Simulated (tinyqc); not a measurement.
Sputter depth profiling of a dopant layer: erosion rate, quantification and the mixing-roughness response. Changing the roughness sigma. Computed by tinyqc, a small Python program. Command: `OMP_NUM_THREADS=1 python tinyqc.py 3021921 3021922 out.jsonl sims sweep`. One thread of a shared host (Intel(R) Xeon(R) Processor @ 2.30GHz), about 0.05 s of CPU time with the checks.

A rastered ion beam erodes silicon (49.94 atoms per nm^3). The measured profile is the true one convolved with a depth response.

Inputs (values chosen for the exercise, modelled on a dopant in silicon under an oxygen or caesium beam):
```
quantity                               value    unit
beam energy E                           0.48     keV
beam current                             120      nA
raster side                              250      um
sputter yield at 1 keV                  0.78       -
mixing length at 1 keV                   1.3      nm
depth of the layer z0                     24      nm
sheet density Q                      4.4e+12  1/cm^2
relative sensitivity factor RSF      6.7e+21  1/cm^3
matrix count rate                    1.5e+06     1/s
background count rate                    9.2     1/s
counting time per point                    2       s
level that defines the junction C_B    7e+17  1/cm^3
```

True profile: delta layer.

Constants: e = 1.602176634e-19 C.

Method:
- Scaling chosen for the exercise: yield Y = Y1 E^0.5, mixing length w = w1 E^0.5 (E in keV).
- Erosion rate = Y I/(e x raster^2 x density); depth step = rate x counting time; concentration = RSF x counts/matrix counts; detection limit = RSF x 3 sqrt(background x time)/(matrix rate x time).
- Mixing alone turns a layer at z0 into (1/w) exp(-(z - z0 + w)/w) for z > z0 - w; roughness adds a Gaussian of width sigma. With x = z - z0 + w: g(x) = (1/(2w)) exp(sigma^2/(2 w^2) - x/w) erfc((sigma/w - x/sigma)/sqrt2), and its integral G(x) = (1/2) erfc(-x/(sigma sqrt2)) - w g(x). Measured: Q g(x), 1 nm = 1e-7 cm.
- Find the maximum, the full width at half maximum and the deep point where the profile falls to C_B; far down, the trailing edge decays by w ln(10) per decade.
- Convolution adds means and variances: the response has mean 0 (shift -w plus exponential mean w) and variance w^2 + sigma^2; a delta layer adds none.

One run for each value; columns: (1) roughness sigma (nm); (2) full width at half maximum (nm); (3) peak concentration (1/cm^3); (4) maximum minus centroid (nm); (5) apparent junction depth (nm):
```
(1)      (2)         (3)       (4)     (5)
0.15  0.9720  3.5079e+19  -0.66783  26.936
0.24  1.1628  3.0408e+19  -0.58269  26.955
0.38  1.4626  2.5218e+19  -0.48257  27.003
0.61  1.9641  1.9649e+19  -0.36780  27.130
0.98  2.7789  1.4395e+19  -0.25276  27.456
1.60  4.1578  9.8279e+18  -0.15011  28.277
2.50  6.1899  6.6550e+18  -0.08216  29.650
4.00  9.6333  4.2876e+18  -0.03862  31.803
```

What does the table show, and why?

Over the rows, full width at half maximum (nm) rises from 0.972 to 9.63 (exponent d ln y / d ln x 0.38 between the first rows and 0.94 between the last); peak concentration (1/cm^3) falls from 3.51e19 to 4.29e18 (exponent d ln y / d ln x -0.30 between the first rows and -0.94 between the last); maximum minus centroid (nm) rises from -0.668 to -0.0386 (exponent d ln y / d ln x -0.29 between the first rows and -1.6 between the last). At the high end the exponent of full width at half maximum is 0.94, close to 1: roughness rules. Roughness broadens both edges and makes the response more symmetric; far down the tail the slope stays w ln(10).

Extremes, crossings and ranges named in words are read from the listed rows.
